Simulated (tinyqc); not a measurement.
Worked calculation: Koster-Slater impurity in an sp3s* host. Values are carried at full precision from step to step, so a last printed digit may differ when a step is redone from the rounded ones.

sp3s* tight binding, nearest neighbours only: anion (a) at 0, cation (c) at a/4 (1,1,1), orbitals s, px, py, pz, s* on each; k in units of 2 pi/a. With phases e_j = exp(i (pi/2) k.n_j) for n = (1,1,1), (1,-1,-1), (-1,1,-1), (-1,-1,1): g0 = (e1+e2+e3+e4)/4, g1 = (e1+e2-e3-e4)/4, g2 = (e1-e2+e3-e4)/4, g3 = (e1-e2-e3+e4)/4. The diagonal holds the levels Esa, Epa, Exa (s*) and Esc, Epc, Exc. Anion-cation block: <sa|sc> = Vss g0; <sa|xc> = Vsapc g1; <xa|sc> = -Vscpa g1; <xa|xc> = Vxx g0; <xa|yc> = <ya|xc> = Vxy g3, <xa|zc> = <za|xc> = Vxy g2, <ya|zc> = <za|yc> = Vxy g1; <s*a|xc> = Vxapc g1; <xa|s*c> = -Vpaxc g1; y and z take g2 and g3 in place of g1; s-s* and s*-s* vanish.

Inputs chosen for the exercise (out of a larger set: near a published set for InP; not measured data):
```
symbol  value                                                                                          unit  meaning
p       (-8.498, 0.877, -1.482, 4.022, 8.229, 7.078, -5.335, 1.884, 4.264, 2.214, 5.56, 3.472, 4.453)  eV    order Esa, Epa, Esc, Epc, Exa, Exc, Vss, Vxx, Vxy, Vsapc, Vscpa, Vxapc, Vpaxc
N       5                                                                                                    mesh
V       -10.5                                                                                          eV    shift of the p levels
```

## The gap of the host

Gaps from the top of the valence band to Gamma, to the minimum on (x,0,0) from 0.5 to 1, and to L; the smallest is Eg.

top of the valence band on the scale of the parameters = -0.0045 eV

gaps (eV): Gamma 1.3995, Delta 2.4072, L 1.8603

Eg (smallest gap of the host) = 1.3995 eV

## Where the weight lies

A defect on a cation site (c) shifts the s level there by Vs or the three p levels by Vp and leaves the rest. A level in the gap solves 1/Vs = G_s(E) (symmetry A1) or 1/Vp = G_p(E) (T2, threefold), with G(E) = (1/N^3) sum over k and bands of w/(E - e), where w is the weight of the state on the s orbital of that site, or the mean weight on its px, py, pz. Mesh: k = f1 (-1,1,1) + f2 (1,-1,1) + f3 (1,1,-1), f = (j + 1/2)/N, j = 0 to N - 1. Energies from the top of the valence band at Gamma; the s* orbital of the site is left as it is. An infinite shift removes the s or p orbitals, the model of the ideal vacancy: G(E) = 0.

For each band: mean energy over the mesh and summed weights; each column of weights adds to one.

Bands:
```
band,mean energy (eV),s weight,p weight
1,-9.762,0.1233,0.0050
2,-5.281,0.3640,0.0162
3,-1.636,0.0045,0.1007
4,-1.297,0.0022,0.0952
5,2.361,0.2490,0.1478
6,3.551,0.2043,0.0913
7,6.207,0.0003,0.2359
8,6.522,0.0003,0.2272
9,9.294,0.0363,0.0136
10,10.109,0.0159,0.0673
```

The filled bands hold 0.494 of the s orbital and 0.217 of each p orbital of the cation. Filled states add positive terms to G in the gap and empty ones negative terms.

## Green functions across the gap

G at nine energies E = Eg j/8.

G(E) (1/eV):
```
E (eV),G_s,G_p
0.0000,-0.08622,0.00157
0.1749,-0.10238,-0.03863
0.3499,-0.12010,-0.06579
0.5248,-0.14009,-0.08950
0.6998,-0.16324,-0.11227
0.8747,-0.19082,-0.13562
1.0496,-0.22480,-0.16099
1.2246,-0.26848,-0.19020
1.3995,-0.32810,-0.22614
```

Both fall with E, as dG/dE = -sum w/(E - e)^2 demands. G_s keeps its sign, so the vacancy has no level of this symmetry in the gap. G_p changes sign, so the vacancy has a level of this symmetry in the gap.

## A first estimate from the table

A defect that shifts the p level of its cation site by V has a level where the host Green function G_p(E) equals 1/V; E is counted from the top of the valence band. Find it by linear interpolation between the two rows that bracket it.

1/V = -0.09524 1/eV
estimated level = 0.569 eV

## The level and its weight on the defect

Solve by bisection with the full sum. The weight of the bound state on the shifted orbital is G^2/(-G'), which is also dE/dV.

level = 0.5687 eV
G'(E) = -0.13021 1/eV^2
weight on the defect orbital = 0.0697

The level lies 0.569 eV above the valence band and 0.831 eV below the conduction band. Only 7.0 % of it sits on the shifted orbital, the rest on other orbitals, so a shift of 1 eV moves the level by about 70 meV.

## Checks

- Sum of the s weights over all bands against one: both 1.00000.
- First moment of the s weights against the s level of the site, on the scale of the parameters: both -1.48200.

Program tinyqc; command `OMP_NUM_THREADS=1 python tinyqc.py 1482607 1482608 out.jsonl`; about 0.05 s on one thread of a shared Intel(R) Xeon(R) Processor @ 2.30GHz.
